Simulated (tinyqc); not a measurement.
Field length and prefactor from two substrate currents.

Problem. For Em = (Vd - Vdsat)/l, Isub/Id = (Ai/Bi)(Vd - Vdsat) exp(-Bi l/(Vd - Vdsat)), and l = sqrt(3 tox xj). Find l, Ai and xj.

Parameters, values chosen for the exercise: oxide thickness tox = 8.5 nm; ionisation field Bi = 1.73 MV/cm.

Isub/Id at Vd - Vdsat = 1.8 and 2.5 V: 0.00822247170  0.0537750736

Solution. ln[Isub/(Id (Vd - Vdsat))] is linear in 1/(Vd - Vdsat) with slope -Bi l.

l = 57.58 nm
Ai = 2.000e6 1/cm
xj = 130.0 nm

Computed by the program tinyqc: `OMP_NUM_THREADS=1 python tinyqc.py 2550006 2550007 out.jsonl`, one thread of a shared Intel Xeon 2.30GHz, about 0.01 s for the whole run.
